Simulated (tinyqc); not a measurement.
# Self-heating of a transistor with one or more fingers, with temperature-dependent conductivity, step by step

A worked calculation. Computed by tinyqc, a small Python program that keeps every step. Command: `OMP_NUM_THREADS=1 python tinyqc.py 3028034 3028035 out.jsonl selfheat walk`. One thread of a shared host (Intel(R) Xeon(R) Processor @ 2.30GHz), about 0.05 s of CPU time with the checks. Intermediate numbers are printed to about 6 digits and carried at full precision; extremes and crossings named in words are read from the listed rows.

N long parallel fingers lie on the top face of a slab whose bottom is held at T_0; the top is otherwise insulated, and heat flows in two dimensions. P in W/mm is 1000 P in W/m.

Inputs (values chosen for the exercise, modelled on silicon):
```
quantity                                      value           unit
conductivity at the base temperature kappa_0    143        W/(m K)
exponent m in kappa ~ T^-m                     1.23              -
base temperature T_0                            300              K
power per gate width P                          2.4           W/mm
fingers N                                         3              -
finger pitch s                                   14     micrometre
width of the heat source w                     0.32     micrometre
substrate thickness t                           150     micrometre
phonon free path Lambda                         130             nm
heat capacity C                                1.64  1e6 J/(m^3 K)
pulse length                                   0.81    microsecond
power coefficient beta                         0.67         1e-3/K
```

Power: power rises with temperature.

## Geometry factors

A line source of power P on the top face raises the top at distance x by (P/(pi kappa_0)) g(x), g(x) = -ln tanh(pi x/(4 t)) (the image sum for the slab). On a strip of width w the centre sees the mean of g over the strip, g_0 = 1 + ln(8 t/(pi w)) for w much below t.

own factor g_0 = 8.08478

g(j s), j = 1..7: 2.61493  1.92712  1.53047  1.25495  1.04713  0.88310  0.74998

## Linear temperature rise of each finger

theta_i = (P/(pi kappa_0)) [g_0 + sum over j != i of g(|i - j| s)], with equal powers and constant conductivity; thermal resistance = largest theta/P.

theta of each finger (K): 67.4559  71.1303  67.4559

largest theta = 71.1303 K

thermal resistance = 29.6376 K mm/W

The neighbours supply 39 % of the rise of the hottest finger, which runs 3.7 K above the outer ones.

## Correction for the falling conductivity

Kirchhoff transformation for kappa = kappa_0 (T/T_0)^-m: T = T_0 [1 - (m - 1) theta/T_0]^(-1/(m - 1)), where theta is the linear rise. The bracket vanishes at the power P T_0/((m - 1) theta).

peak temperature = 382.831 K

true rise = 82.8310 K

true rise / linear rise = 1.16450

power at which the formula diverges = 44.0098 W/mm

The falling conductivity adds 16.4 % to the rise.

## Extra rise from ballistic phonons

Near a source smaller than the free path, Fourier's law overstates the flow. Rough estimate: a strip that emits phonons into a half space adds a resistance times area of 4 Lambda/(3 kappa_0), from the ballistic flux C v Delta T/4 with kappa_0 = C v Lambda/3, so Delta T_b = 4 Lambda P/(3 kappa_0 w); Knudsen number Lambda/w.

Knudsen number = 0.40625

ballistic rise Delta T_b = 9.09091 K

Delta T_b / largest theta = 0.127806

By this estimate the ballistic term is at most a fifth of the Fourier rise.

## Electrothermal feedback

The power follows P [1 + beta (T - T_0)] with T the peak temperature, for all fingers alike. Start at T_0 and repeat; stop when T changes by less than 1e-6 K, after 50 steps, or when the bracket falls below 0.05.

Iterations:
```
step  power (W/mm)    T (K)   change (K)
1          2.40000  382.831  8.28310e+01
2          2.53319  388.205  5.37389e+00
3          2.54183  388.557  3.51841e-01
4          2.54240  388.580  2.30495e-02
5          2.54244  388.581  1.51006e-03
6          2.54244  388.581  9.89298e-05
7          2.54244  388.581  6.48128e-06
8          2.54244  388.581  4.24614e-07
```

converged (1 yes, 0 no) = 1

peak temperature with feedback = 388.581 K

Converged in 8 steps; feedback adds 5.8 K.

## Rise at the end of a pulse

After switching on, theta(tau) = (P D/kappa_0) int_0^tau X(u) Z(u) du at the hottest finger, D = kappa_0/C; X = sum over fingers at distance x of [erf((x + w/2)/r) - erf((x - w/2)/r)]/(2 w), Z = sum_(j=-200..200) (-1)^j exp(-(2 j t/r)^2)/sqrt(pi D u), r = 2 sqrt(D u); trapezoid rule on 300 points evenly spaced in ln u from u_0 = 1e-3 min(tau, w^2/D) to tau, plus the exact piece 2 sqrt(u_0/(pi D))/w below u_0. Conductivity and power are held at their base values here, and Fourier's law is used even where the diffusion length is near a phonon free path.

diffusivity D = 87.1951 micrometre^2/microsecond

diffusion length sqrt(D tau) = 8.40405 micrometre

linear rise after the pulse = 30.687 K

share of the steady rise = 0.4314

## Rise against time

The formulas are those given above.

Heating curve:
```
time (microsecond)  sqrt(D time) (micrometre)  rise (K)  share of the steady rise
2.60e-04                             0.150568      7.42                    0.1043
0.0026                               0.476138    13.354                    0.1877
0.026                                 1.50568    19.482                    0.2739
0.26                                  4.76138     25.84                    0.3633
2.6                                   15.0568    37.976                    0.5339
13                                    33.6680    50.007                     0.703
52                                    67.3361    60.925                    0.8565
150                                   114.365    68.239                    0.9593
390                                   184.407    70.927                    0.9971
```

Half the steady rise is reached between 0.26 and 2.6 microseconds, and the last row holds 99.7 % of it; the slowest time constant is 4 t^2/(pi^2 D) = 105 microseconds. While the diffusion length lies between w and the pitch or thickness, the rise grows as the logarithm of time; once it nears the pitch of 14 micrometre the neighbours add their heat.

Checks made by the program: g(s) against the alternating image sum (relative difference 5e-07); Kirchhoff integral of kappa/kappa_0 from T_0 to T (relative difference below 1e-10); long-time limit against the steady rise (relative difference 1e-05).
